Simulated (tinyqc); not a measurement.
Signal and retention of a DRAM cell: two steps of the calculation.

A stored one starts at Vd and leaks: Cs dV/dt = -I(V), I = a sqrt((V + Vb)/(Vd + Vb)) + b, with a = Ig exp[-(Eg1 q/kB)(1/T - 1/T0)] (generation in a depletion layer) and b = Is exp[-(Es q/kB)(1/T - 1/T0)]. The bit line is precharged to Vd/2, and charge sharing gives the signal (V - Vd/2) Cs/(Cs + Cb).

Values chosen for this exercise:
```
symbol   value  unit                                                  meaning
Vd         1.2     V                                            array voltage
Cs          16    fF                                         cell capacitance
Vb        1.47     V  built-in plus back-bias voltage of the storage junction
Ig         3.8    fA                        junction leakage at V = Vd and T0
Is        0.21    fA                        voltage-independent leakage at T0
Es        0.26    eV                                  activation energy of Is
T0         358     K                                    reference temperature
T          358     K                                              temperature
sg         0.7                 deviation of ln(retention time) over the cells
Nc      1.07e9                                                          cells
tr          64    ms                                         refresh interval
Eg1        0.5    eV                                  activation energy of Ig
```

Constants: q = 1.602176634e-19 C, kB = 1.380649e-23 J/K. Results are converted to the units shown.

Question 1. Retention time. With s = sqrt((Vc + Vb)/(Vd + Vb)), the time from Vd to Vc is t = [2 Cs (Vd + Vb)/a] [1 - s - (b/a) ln((a + b)/(a s + b))].

Vc = 0.93918750 V

Find: a; b; retention time; estimate with the current held at a + b.

Answer 1.

a = 3.800 fA
b = 0.2100 fA
retention time = 1.066 s
estimate with the current held at a + b = 1.041 s

Question 2. Failing cells. This time is the median of a log-normal spread: failing cells = Nc erfc(z/sqrt 2)/2, z = ln(t/tr)/sg. One failure is expected at the interval where that count equals 1.

retention time = 1.0659382 s

Wanted: z; failing cells; interval for one failure.

Answer 2.

z = 4.018
failing cells = 3.138e4
interval for one failure = 15.89 ms

The weakest cell of the array lies about 6.01 deviations out, a factor of 67.1 below the median; the chosen interval is longer than that time.

Range of the model: Real arrays also hold a tail of unusually leaky cells and cells whose retention varies in time, which this model lacks.

Computed by the program tinyqc: `OMP_NUM_THREADS=1 python tinyqc.py 2130087 2130088 out.jsonl`, one thread of a shared Intel Xeon 2.30GHz, about 0.01 s for the whole run.
